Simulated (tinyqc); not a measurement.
RKS/BP86 in the sto-6g basis, for H6, spin multiplicity 1, step by step. One step of it, computed by the program tinyqc.

Problem. Iteration 2: diagonalisation and new density. Diagonalise F' = X^T F X, C = X C', fill 3 alpha and 3 beta electrons from the bottom; D = 2 C_occ C_occ^T. Each column has its largest component positive (the first on a tie).

Kohn-Sham matrix F (hartree):
```
           1H 1s      2H 1s      3H 1s      4H 1s      5H 1s      6H 1s
1H 1s   0.026876  -0.195363  -0.064888  -0.012595  -0.001810  -0.000204
2H 1s  -0.195363  -0.133148  -0.241317  -0.079391  -0.014279  -0.001955
3H 1s  -0.064888  -0.241317  -0.236447  -0.345985  -0.096239  -0.015565
4H 1s  -0.012595  -0.079391  -0.345985  -0.561122  -0.413785  -0.093647
5H 1s  -0.001810  -0.014279  -0.096239  -0.413785  -0.529568  -0.317187
6H 1s  -0.000204  -0.001955  -0.015565  -0.093647  -0.317187  -0.117567
```

X:
```
               1          2          3          4          5         6
1H 1s   0.384413  -0.594137   0.609884   0.510199   0.362258  0.184351
2H 1s  -0.761595   0.817922  -0.336722   0.184760   0.403134  0.298003
3H 1s   0.983219  -0.369890  -0.499271  -0.410956   0.170632  0.362848
4H 1s  -0.983219  -0.369890   0.499271  -0.410956  -0.170632  0.362848
5H 1s   0.761595   0.817922   0.336722   0.184760  -0.403134  0.298003
6H 1s  -0.384413  -0.594137  -0.609884   0.510199  -0.362258  0.184351
```

Give: F' = X^T F X; orbital energies; coefficients C; D after iteration 2.

Solution.

F' = X^T F X (hartree):
```
         1        2        3        4        5        6
1   0.4342  -0.1457   0.0935  -0.1018   0.0432   0.0354
2  -0.1457   0.2240  -0.0559  -0.1364   0.0728  -0.0470
3   0.0935  -0.0559  -0.0047   0.0771   0.1462  -0.1094
4  -0.1018  -0.1364   0.0771  -0.1918   0.0377   0.1050
5   0.0432   0.0728   0.1462   0.0377  -0.3487   0.1402
6   0.0354  -0.0470  -0.1094   0.1050   0.1402  -0.5220
```

orbital energies (hartree): MO1 -0.6673, MO2 -0.3670, MO3 -0.1929, MO4 0.0553, MO5 0.2296, MO6 0.5334

coefficients C:
```
          MO1      MO2      MO3      MO4      MO5      MO6
1H 1s  0.0010  -0.0524   0.3112  -0.5939  -0.5532  -0.7348
2H 1s  0.0120  -0.2051   0.5970  -0.1203   0.3137   1.0660
3H 1s  0.0914  -0.4271   0.2092   0.6805   0.3003  -0.9458
4H 1s  0.5978  -0.4539  -0.5435  -0.2902  -0.6267   0.5887
5H 1s  0.5166   0.6370   0.2597  -0.2720   0.8367  -0.3657
6H 1s  0.0427   0.2525   0.2920   0.6429  -0.8293   0.2155
```

D after iteration 2:
```
         1H 1s    2H 1s    3H 1s    4H 1s    5H 1s    6H 1s
1H 1s   0.1992   0.3931   0.1751  -0.2896   0.0959   0.1554
2H 1s   0.3931   0.7973   0.4272  -0.4485   0.0613   0.2461
3H 1s   0.1751   0.4272   0.4691   0.2696  -0.3410  -0.0857
4H 1s  -0.2896  -0.4485   0.2696   1.7178  -0.2430  -0.4956
5H 1s   0.0959   0.0613  -0.3410  -0.2430   1.4800   0.5175
6H 1s   0.1554   0.2461  -0.0857  -0.4956   0.5175   0.3017
```
